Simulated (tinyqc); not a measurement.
Sublattice potential against complex hopping: Haldane model. Computed by the program tinyqc. H_AA = delta - 2 t2 sum cos(k.b + phi), H_BB = -delta - 2 t2 sum cos(k.b - phi), H_AB = -t1 (1 + exp(-i k.a1) + exp(-i k.a2)), b = a1, a2 - a1, -a2, m = 3 sqrt3 t2 sin(phi); the sign of the Chern number follows the orientation k1 then k2.

Honeycomb lattice:
```
parameter,value
t1 (eV),1.420000
t2 (eV),0.260000
phi (rad),-2.060000
```

Gaps at the two valleys (eV) and Chern number of the lower band (12 x 12 mesh):
```
delta,gap 2|delta - m|,gap 2|delta + m|,Chern number
-2.147,1.909,6.679,0
-1.550,0.715,5.485,0
-0.716,0.953,3.817,1
0.000,2.385,2.385,1
0.477,3.339,1.431,1
0.894,4.173,0.597,1
1.491,5.367,0.597,0
2.385,7.155,2.385,0
```

What does the comparison show, and why?

Here |m| = 1.1925 eV. For |delta| < |m| the two valleys have masses of opposite sign and the Chern number is +/-1; one gap closes at |delta| = |m|, and beyond it the band is trivial.
